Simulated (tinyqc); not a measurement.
## Trap density from swing and capacitance

Inverse problem. In an MOS structure at one bias the subthreshold swing is S = Vt ln 10 (1 + (Cd + q Dit)/Cox) and 1/C_HF = 1/Cox + 1/Cd, Cox = 3.9 eps0/EOT. Find Cd and Dit.

Inputs (values chosen for the exercise):
- T = 300 K (temperature)
- EOT = 4.2 nm (equivalent oxide thickness)

Constants: q = 1.602176634e-19 C, kB = 1.380649e-23 J/K, Vt = kB T/q, eps0 = 8.8541878128e-14 F/cm where lengths are in cm. Results are converted to the units shown.

S = 78.908675 mV/decade
C_HF = 64.482803 nF/cm^2

Solution. C_HF gives Cd, and the swing gives Cd + q Dit.

Cd = 70.0 nF/cm^2
Dit = 1.23e12 cm^-2 eV^-1

Computed by the program tinyqc: `OMP_NUM_THREADS=1 python tinyqc.py 2030161 2030162 out.jsonl`, one thread of a shared Intel Xeon 2.30GHz, about 0.01 s for the whole run.
